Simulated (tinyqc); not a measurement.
# Both saturation currents from two open-circuit voltages

Problem. Without shunt, at open circuit JL = J01 (exp(Voc/Vt) - 1) + J02 (exp(Voc/(2 Vt)) - 1). Find J01, J02 and the mean ideality (Voc2 - Voc1)/(Vt ln(JL2/JL1)).

Values chosen for this exercise:
```
symbol  value  unit      meaning
T         323     K  temperature
```

Constants: q = 1.602176634e-19 C, kB = 1.380649e-23 J/K, Vt = kB T/q. Results are converted to the units shown.

photocurrents (mA/cm^2): 35.5  355
Voc (V): 0.61441695  0.69711273

Solution. The relation is linear in J01 and J02, so two light levels give two equations; series resistance plays no part at open circuit.

J01 = 3.400e-12 A/cm^2
J02 = 3.600e-7 A/cm^2
mean ideality = 1.290

Program tinyqc, `OMP_NUM_THREADS=1 python tinyqc.py 2280004 2280005 out.jsonl`; Intel Xeon 2.30GHz, shared host, one thread, about 0.01 s.
